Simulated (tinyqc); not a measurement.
Inside a calculation. Method: plane-wave Kohn-Sham cycle with exchange-only LDA in a layered model solid. Computed by tinyqc, a small Python program that keeps every step. Settings: points = 16, plane-wave index or count = 3, electrons = 4, k points = 3, area = 24.0, mixing = 0.1, iteration cap = 61. Command: `OMP_NUM_THREADS=1 python tinyqc.py 22598 22599 out.jsonl` (the two numbers bound the seeds that draw the settings). One thread of a shared host (Intel(R) Xeon(R) Processor @ 2.60GHz), about 0.02 s of CPU time with the checks. Later iterations appear only in the table of the cycle.

## Iteration 1: potential

A solid whose potential varies along x alone (atomic units):
```
parameter                      value
period a                   10.500000
cross-section of the cell  24.000000
electrons per cell                 4
grid points                       16
plane waves -n..n, n               3
k points                           3
V1 in V1 cos(2 pi x/a)     -0.110000
V2 in V2 cos(4 pi x/a)      0.070000
```

density at the start, on the grid x_j = j a/N (e/bohr^3): 0.0158730  0.0158730  0.0158730  0.0158730  0.0158730  0.0158730  0.0158730  0.0158730  0.0158730  0.0158730  0.0158730  0.0158730  0.0158730  0.0158730  0.0158730  0.0158730

V_H(G) = 4 pi rho(G)/G^2 for G != 0 (uniform background); v_x = -(3 rho/pi)^(1/3); V = V_ext + V_H + v_x; Fourier components f(G_m) = (1/N) sum_j f(x_j) exp(-i G_m x_j).

Potentials on the grid (hartree):
```
x           V_ext      V_H       v_x         V
0.00000  -0.04000  0.00000  -0.24748  -0.28748
0.65625  -0.05213  0.00000  -0.24748  -0.29961
1.31250  -0.07778  0.00000  -0.24748  -0.32526
1.96875  -0.09159  0.00000  -0.24748  -0.33907
2.62500  -0.07000  0.00000  -0.24748  -0.31748
3.28125  -0.00740  0.00000  -0.24748  -0.25488
3.93750   0.07778  0.00000  -0.24748  -0.16970
4.59375   0.15112  0.00000  -0.24748  -0.09636
5.25000   0.18000  0.00000  -0.24748  -0.06748
5.90625   0.15112  0.00000  -0.24748  -0.09636
6.56250   0.07778  0.00000  -0.24748  -0.16970
7.21875  -0.00740  0.00000  -0.24748  -0.25488
7.87500  -0.07000  0.00000  -0.24748  -0.31748
8.53125  -0.09159  0.00000  -0.24748  -0.33907
9.18750  -0.07778  0.00000  -0.24748  -0.32526
9.84375  -0.05213  0.00000  -0.24748  -0.29961
```

V(G_m), m = 0, 1, 2, ... (hartree): -0.24748  -0.05500  0.03500  0.00000  0.00000  0.00000  0.00000

## Iteration 1: Hamiltonian at one k

k = 0.00000 2 pi / a

H(m,m') = (k + G_m)^2/2 delta + V(G_m - G_m'), with V(-G) = V(G).

H (hartree), lower triangle:
```
          -3        -2        -1        +0        +1        +2       +3
-3   1.36388
-2  -0.05500   0.46868
-1   0.03500  -0.05500  -0.06844
+0   0.00000   0.03500  -0.05500  -0.24748
+1   0.00000   0.00000   0.03500  -0.05500  -0.06844
+2   0.00000   0.00000   0.00000   0.03500  -0.05500   0.46868
+3   0.00000   0.00000   0.00000   0.00000   0.03500  -0.05500  1.36388
```

## Iteration 1: levels at that k

Diagonalise the Hermitian matrix.

eigenvalues (hartree): -0.27411  -0.10928  -0.01797  0.47015  0.47540  1.36825  1.36831

## Iteration 1: new density

Motion across x is left out: the lowest 2 band(s) hold two electrons at each of the k points (j + 1/2)/nk - 1/2. Residual R = rho(out) - rho(in); rho(new) = rho(in) + 0.1 R. rho(out) = 2/(a A nk) sum |psi|^2 with psi = sum c exp(i G x). Harris energy E = band energy - dV sum rho (V_H/2 + v_x) + (3/4) dV sum rho v_x with rho(in), dV = a A/N, band energy = (2/nk) sum of the filled levels.

rho(out) (e/bohr^3): 0.0152506  0.0170202  0.0208830  0.0233921  0.0217705  0.0164861  0.0105746  0.0065937  0.0052775  0.0065937  0.0105746  0.0164861  0.0217705  0.0233921  0.0208830  0.0170202

density after iteration 1 (e/bohr^3): 0.0158108  0.0159877  0.0163740  0.0166249  0.0164628  0.0159343  0.0153432  0.0149451  0.0148135  0.0149451  0.0153432  0.0159343  0.0164628  0.0166249  0.0163740  0.0159877

energy per cell = -0.5736846 hartree

## Iteration 2: potential

As before.

Potentials on the grid (hartree):
```
x           V_ext       V_H       v_x         V
0.00000  -0.04000   0.01607  -0.24716  -0.27109
0.65625  -0.05213   0.01616  -0.24808  -0.28405
1.31250  -0.07778   0.01552  -0.25006  -0.31232
1.96875  -0.09159   0.01224  -0.25133  -0.33069
2.62500  -0.07000   0.00508  -0.25051  -0.31543
3.28125  -0.00740  -0.00510  -0.24780  -0.26030
3.93750   0.07778  -0.01558  -0.24470  -0.18250
4.59375   0.15112  -0.02329  -0.24256  -0.11473
5.25000   0.18000  -0.02610  -0.24185  -0.08795
5.90625   0.15112  -0.02329  -0.24256  -0.11473
6.56250   0.07778  -0.01558  -0.24470  -0.18250
7.21875  -0.00740  -0.00510  -0.24780  -0.26030
7.87500  -0.07000   0.00508  -0.25051  -0.31543
8.53125  -0.09159   0.01224  -0.25133  -0.33069
9.18750  -0.07778   0.01552  -0.25006  -0.31232
9.84375  -0.05213   0.01616  -0.24808  -0.28405
```

V(G_m), m = 0, 1, 2, ... (hartree): -0.24744  -0.04584  0.03398  0.00006  -0.00002  0.00000  0.00000

## Iteration 2: Hamiltonian at one k

k = 0.00000 2 pi / a

As before.

H (hartree), lower triangle:
```
          -3        -2        -1        +0        +1        +2       +3
-3   1.36392
-2  -0.04584   0.46872
-1   0.03398  -0.04584  -0.06840
+0   0.00006   0.03398  -0.04584  -0.24744
+1  -0.00002   0.00006   0.03398  -0.04584  -0.06840
+2   0.00000  -0.00002   0.00006   0.03398  -0.04584   0.46872
+3   0.00000   0.00000  -0.00002   0.00006   0.03398  -0.04584  1.36392
```

## Iteration 2: levels at that k

As before.

eigenvalues (hartree): -0.26729  -0.10667  -0.02335  0.46979  0.47418  1.36716  1.36721

## Iteration 2: new density

As before.

rho(out) (e/bohr^3): 0.0145172  0.0162289  0.0200785  0.0228796  0.0218263  0.0170501  0.0113407  0.0073334  0.0059759  0.0073334  0.0113407  0.0170501  0.0218263  0.0228796  0.0200785  0.0162289

density after iteration 2 (e/bohr^3): 0.0156814  0.0160119  0.0167445  0.0172504  0.0169991  0.0160459  0.0149429  0.0141839  0.0139297  0.0141839  0.0149429  0.0160459  0.0169991  0.0172504  0.0167445  0.0160119

energy per cell = -0.5598741 hartree

## Convergence

Stop when sqrt(dV sum R^2) is below 1e-8, dV = a A/N.

Course of the cycle:
```
iteration  E (hartree)  norm of the residual
1           -0.5736846              9.53e-02
2           -0.5598741              7.87e-02
3           -0.5517825              6.57e-02
4           -0.5470333              5.54e-02
5           -0.5442127              4.72e-02
6           -0.5425023              4.06e-02
7           -0.5414360              3.52e-02
8           -0.5407492              3.07e-02
9           -0.5402917              2.69e-02
10          -0.5399768              2.36e-02
11          -0.5397537              2.08e-02
...                ...                   ...
51          -0.5390853              1.47e-04
52          -0.5390853              1.30e-04
53          -0.5390853              1.15e-04
54          -0.5390853              1.02e-04
55          -0.5390853              9.04e-05
56          -0.5390853              8.00e-05
57          -0.5390853              7.08e-05
58          -0.5390853              6.26e-05
59          -0.5390853              5.55e-05
60          -0.5390853              4.91e-05
61          -0.5390853              4.35e-05
```

Not converged within 61 iterations: the residual falls steadily but slowly, by a factor of about 0.89 a step. Reruns (cap 100 unless said): mixing 0.5, Kerker q0 1.0: converged in 41 (E = -0.53909); mixing 0.3, Pulay depth 5: converged in 9 (E = -0.53909); the original settings with a cap of 400: converged in 135 (E = -0.53909).
